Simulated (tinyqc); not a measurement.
# Which input was changed?

Model: estimate of lattice thermal conductivity from elastic moduli (Slack, Klemens and Cahill formulas). Computed by tinyqc, a small Python program. Command: `OMP_NUM_THREADS=1 python tinyqc.py 3015962 3015963 out.jsonl slack which`. One thread of a shared host (Intel(R) Xeon(R) Processor @ 2.30GHz), about 0.04 s of CPU time with the checks.

An isotropic solid.

Inputs (values chosen for the exercise, for a model crystal): bulk modulus B = 48.7 GPa; shear modulus G = 44.6 GPa; volume per atom V = 22.1 angstrom^3; mean atomic mass M = 113 u; atoms per primitive cell n = 10; volume expansion coefficient alpha_V = 71.4 ppm/K; temperature T = 1200 K; disorder parameter Gamma = 0.019; grain size d = 1300 nm.

Grueneisen parameter: from thermal expansion.

Constants: u = 1.6605390666e-27 kg; hbar = 1.054571817e-34 J s; k_B = 1.380649e-23 J/K; h = 6.62607015e-34 J s.

Method:
- rho = M/V; vL = sqrt((B + 4G/3)/rho), vT = sqrt(G/rho); v_m = [(vL^-3 + 2 vT^-3)/3]^(-1/3); Poisson ratio sigma = (3B - 2G)/(6B + 2G); Theta = hbar v_m (6 pi^2/V)^(1/3)/k_B.
- gamma = alpha_V B V/(3 k_B), with the classical heat capacity 3 k_B per atom.
- Slack, an estimate for T near or above Theta_a: kappa = A M Theta_a^3 delta n^(1/3)/(gamma^2 T) in W/(m K), with M in u, delta = V^(1/3) in angstrom, Theta_a = Theta n^(-1/3) and A = 2.43e-6/(1 - 0.514/gamma + 0.228/gamma^2).
- High-temperature forms with the classical heat capacity. Klemens: kappa/kappa_0 = arctan(u)/u, u^2 = pi^2 Theta V Gamma kappa_0/(h v_m^2). Grains: 1/kappa_poly = 1/kappa + 1/(C v_m d/3), C = 3 k_B/(n V), the acoustic branches alone.
- Cahill minimum: kappa_min = (pi/6)^(1/3) k_B V^(-2/3) sum over L, T, T of v (T/Theta_i)^2 int_0^(Theta_i/T) x^3 e^x/(e^x - 1)^2 dx, Theta_i = Theta v_i/v_m (64 Gauss-Legendre points).
- Its high-temperature limit is (1/2) (pi/6)^(1/3) k_B V^(-2/3) (vL + 2 vT).

Problem. One of these inputs alone was changed, within the range given: bulk modulus B (24.35 to 97.4); shear modulus G (22.3 to 89.2); mean atomic mass M (56.5 to 226); disorder parameter Gamma (0.0095 to 0.038). Which one, and to what value?

Results:
```
run     kappa of the polycrystal (W/(m K))  Debye temperature Theta (K)  kappa_min (W/(m K))
before                            0.893985                     267.0412            0.5744378
after                             1.248953                     300.4460            0.6357179
```

Solution.

Each candidate set to reproduce kappa of the polycrystal, and what it then gives:
```
candidate                  range searched  value needed  Debye temperature Theta (K)  kappa_min (W/(m K))
bulk modulus B (GPa)        24.35 to 97.4         40.93                       265.82              0.56532
shear modulus G (GPa)        22.3 to 89.2         57.20                       300.45              0.63572
mean atomic mass M (u)        56.5 to 226         57.90                       373.07              0.80041
disorder parameter Gamma  0.0095 to 0.038  out of reach                            -                    -
```

Only shear modulus G fits every result: it went from 44.6 to 57.2 GPa. The next best candidate, bulk modulus B, misses one result by 12 %.
